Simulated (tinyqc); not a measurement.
Thermal, flicker and telegraph noise of a field-effect transistor: one step, computed by the program tinyqc. Command: `OMP_NUM_THREADS=1 python tinyqc.py 3027186 3027187 out.jsonl noise walk`. One thread of a shared host (Intel(R) Xeon(R) Processor @ 2.30GHz), about 0.01 s of CPU time with the checks.

Strong inversion, threshold roll-off and channel-length modulation left out; noise sources are uncorrelated and are given as one-sided spectral densities.

Question. Thermal noise and corner. C_ox = 3.9 eps_0/t; V_c = 2 v_s L/mu; I = W C_ox v_s V_ov^2/(V_ov + V_c); g_m = W C_ox v_s V_ov (V_ov + 2 V_c)/(V_ov + V_c)^2; g_d0 = mu C_ox (W/L) V_ov. Thermal: S_I = 4 k_B T gamma g_d0; input-referred S_V = S_I/g_m^2; corner f_c where flicker equals thermal. Total input noise from 1 Hz to f_c: sqrt(S_V,thermal [f_c ln(f_c/1 Hz) + f_c - 1 Hz]).

Inputs (values chosen for the exercise, modelled on a high-k silicon transistor):

| quantity | value | unit |
|---|---|---|
| width W | 250 | micrometre |
| length L | 920 | nm |
| electrical oxide thickness t | 2.3 | nm |
| mobility mu | 340 | cm^2/(V s) |
| saturation velocity v_s | 1 | 1e7 cm/s |
| overdrive V_ov | 0.43 | V |
| thermal noise factor gamma | 1 | - |
| frequency f | 10 | Hz |
| temperature T | 400 | K |

Operating region: saturation. Flicker model: number with correlated mobility.

g_m = 53222.42 microsiemens

flicker S_I = 4.384405e-15 A^2/Hz

drain current I = 11880.05 microampere

Constants: k_B = 1.380649e-23 J/K; eps_0 = 8.8541878128e-12 F/m; e = 1.602176634e-19 C.

Give: thermal S_I; input-referred thermal noise; corner frequency f_c; input noise up to f_c; full shot noise 2eI over thermal S_I.

Answer.

thermal S_I = 1.318e-21 A^2/Hz

input-referred thermal noise = 0.6820 nV/sqrt(Hz)

corner frequency f_c = 3.328e+07 Hz

input noise up to f_c = 16.84 microvolt

full shot noise 2eI over thermal S_I = 2.889

At f the noise is flicker dominated (f_c/f = 3.33e6).
